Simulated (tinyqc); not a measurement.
Composition and strain of an epitaxial Si(1-x)Ge(x) layer from Raman and X-ray peaks: one step, computed by the program tinyqc.

A (001) layer, biaxially strained in the plane. The Raman peaks follow empirical lines omega = w0 + c1 x + c3 x^3 + b eps (c3 for Si-Ge alone), with eps the in-plane strain.

Task: Lattice constants and strain. Relaxed lattice constant a(x) = a_Si + (a_Ge - a_Si) x - B x (1 - x). In-plane constant a_par = a_sub + R (a(x) - a_sub); eps = a_par/a(x) - 1; eps_perp = -(2 C12/C11) eps with 2 C12/C11 linear in x; a_perp = a(x) (1 + eps_perp). The buffer has a_sub = a(y).

Inputs (values chosen for the exercise, modelled on silicon-germanium):
```
quantity                     value      unit
Ge fraction x                  0.8         -
degree of relaxation R           0         -
Ge fraction y of the buffer   0.58         -
lattice constant of Si       5.431  angstrom
lattice constant of Ge       5.658  angstrom
bowing B                     0.025  angstrom
2 C12/C11 of Si              0.766         -
2 C12/C11 of Ge              0.746         -
```

Substrate: relaxed alloy buffer.

Give: relaxed constant a(x); substrate constant a_sub; a_par; in-plane strain eps; strain along the normal; a_perp.

Result:

relaxed constant a(x) = 5.6086 angstrom

substrate constant a_sub = 5.55657 angstrom

a_par = 5.55657 angstrom

in-plane strain eps = -9.277 per mille

strain along the normal = 6.958 per mille

a_perp = 5.648 angstrom

The layer is under compression in the plane and is stretched along the normal.
